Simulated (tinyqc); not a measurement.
Berg model of reactive sputtering of a nitride or oxide: poisoning, hysteresis and pumping speed. From one set of inputs to another, one input at a time. Computed by tinyqc, a small Python program. Command: `OMP_NUM_THREADS=1 python tinyqc.py 3006053 3006054 out.jsonl berg ladder`. One thread of a shared host (Intel(R) Xeon(R) Processor @ 2.30GHz), about 0.02 s of CPU time with the checks.

A diatomic gas reacts with bare metal on the target and on the collecting surfaces; ions remove metal and compound from the target. theta_t and theta_c are the compound fractions.

The inputs printed are set A. Set A is close to those used for tantalum nitride; the values taken over come from a set close to those used for aluminium oxide. Inputs not listed in the table keep their values of set A, so the rows need not describe a real material.

Inputs (values chosen for the exercise, close to those used for tantalum nitride): ion current density J = 13 mA/cm^2; target area A_t = 61 cm^2; collecting area A_c = 6000 cm^2; metal yield Y_m = 0.6; compound yield Y_c = 0.21; sticking coefficient alpha = 0.38; reactive atoms per metal atom z = 1; gas mass M = 28 u; pumping speed S = 810 l/s; gas temperature T = 300 K; reactive partial pressure P = 0.0069 Pa.

Constants: e = 1.602176634e-19 C; u = 1.6605390666e-27 kg; k_B = 1.380649e-23 J/K.

Method. Ion flux j = J/e; gas flux F = P/sqrt(2 pi M k_B T). Target: (2/z) alpha F (1 - theta_t) = j Y_c theta_t. Sputtered flows F_c = j Y_c theta_t A_t, F_m = j Y_m (1 - theta_t) A_t. Collector: (2/z) alpha F (1 - theta_c) A_c + F_c (1 - theta_c) = F_m theta_c. Gas use Q = alpha F [(1 - theta_t) A_t + (1 - theta_c) A_c] + P S/(k_B T); 1 sccm = 4.4780e17 molecules/s. Rate R = F_m + F_c, given relative to j Y_m A_t. P is a single-valued function of the flow Q only if dQ/dP > 0 everywhere: S must exceed k_B T times the steepest fall of the surface terms with P.

Each row keeps all changes above it:
```
input moved                         from     to  total flow Q (sccm)  theta_c  pressure of the steepest fall (Pa)
set A                                  -      -                5.278   0.9830                            0.003856
reactive partial pressure P (Pa)  0.0069  0.012                7.235   0.9926                            0.003856
compound yield Y_c                  0.21  0.043                5.838   0.9978                            0.001302
collecting area A_c (cm^2)          6000   4600                5.838   0.9971                            0.001466
target area A_t (cm^2)                61     94                6.160   0.9956                            0.001782
ion current density J (mA/cm^2)       13     27                8.086   0.9833                            0.003701
pumping speed S (l/s)                810    310                4.851   0.9833                            0.003701
sticking coefficient alpha          0.38   0.18                6.145   0.9426                            0.007813
```

Where does the difference come from?

Total flow Q goes from 5.28 to 6.14, a factor 1.16 in all. The largest single move comes from pumping speed S (a factor 0.600), but it runs against the net change; the largest move in the direction of the net change is reactive partial pressure P (a factor 1.37). theta_c goes from 0.983 to 0.943, a factor 0.959 in all. The largest single move comes from sticking coefficient alpha (a factor 0.959), and reactive partial pressure P works against it (a factor 1.010). Pressure of the steepest fall goes from 0.00386 to 0.00781, a factor 2.03 in all. The largest single move comes from compound yield Y_c (a factor 0.338), but it runs against the net change; the largest move in the direction of the net change is sticking coefficient alpha (a factor 2.11). The single moves hold for this order of the switches; the total does not depend on the order.

Extremes, crossings and ranges named in words are read from the listed rows.
